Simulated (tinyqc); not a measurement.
Width of the inclusion: polytypes by hexagonality, and a cubic inclusion as a quantum well.

Gap: E3 + (E2 - E3) h. Valence top Ev2 h and polarisation P2 h, both counted from 3C; Ec = Ev + gap.

A cubic inclusion of width L = N d in the host (h = 1) is a well of depth V = Ec(host) - Ec(3C). Square well with mass mismatch: k tan(k L/2) = (m_w/m_b) q, k = sqrt(m_w E/c), q = sqrt(m_b (V - E)/c), c = hbar^2/2m0, lowest root. The depth of the level, V - E, is its binding, and the transition to the valence top of the host is gap(host) - (V - E). The step in polarisation gives a field |F| = |P|/(eps eps0) in a thin inclusion, eps0 = 8.8541878e-12 F/m.

Constants: hbar^2/2m0 = 3.80998211 eV angstrom^2.

Values chosen for the exercise (of the order of those of InP; the results hold for these values, not for the real material): E3 = 1.42 eV (gap of the cubic polytype); E2 = 1.501 eV (gap of 2H); Ev2 = 0.048 eV (valence top of 2H above that of 3C); P2 = -0.0017 C/m^2 (spontaneous polarisation of 2H); m = (0.076, 0.081) m0 (electron mass along c in the cubic layer and in the host); d = 3.39 angstrom (thickness of a double layer); eps = 12.5 (dielectric constant).

Without the field: square well. With it, the potential inside is |F| (z - L/2), the host conduction edge lies at V - |F| L/2 on one side and V + |F| L/2 on the other, and the lowest level E_F is found by finite differences (step 0.25 angstrom, wide box, good to about 1 meV). Holes sit in the host on the high side, so the transition is gap(host) - V + E_F - |F| L/2. A dash: bound by less than 2 meV or not at all.

Results:
```
N   L (angstrom)  depth (eV)  transition (eV)  depth below the low side, with field (eV)  transition with field (eV)
2           6.78       0.004            1.497                                          -                           -
4          13.56       0.014            1.487                                      0.005                       1.475
6          20.34       0.027            1.474                                      0.013                       1.456
10         33.90       0.051            1.450                                      0.029                       1.420
15         50.85       0.074            1.427                                      0.041                       1.382
20         67.80       0.089            1.412                                      0.046                       1.351
30        101.70       0.105            1.396                                      0.049                       1.296
```

How do the results move, and what explains it?

The square well binds a level even at N = 2 (4 meV), as any symmetric one-dimensional well does; the depth grows to 105 of 129 meV, and the transition tends to E3 - Ev(host) = 1.372 eV. With the field the level is bound by 2 meV or more for N = 4, 6, 10, 15, 20 and 30, and the transition is lowered by 12 meV at N = 4 and 100 meV at N = 30, where |F| L/2 = 78 meV. Free carriers or surface charge screen the field and the step between the two sides; with the field removed every row returns to its square-well depth, and the attraction to the hole, left out here, binds the electron further.

(tinyqc, `OMP_NUM_THREADS=1 python tinyqc.py 1880888 1880889 out.jsonl`, Intel(R) Xeon(R) Processor @ 2.30GHz, 1 thread, shared host, about 0.08 s.)
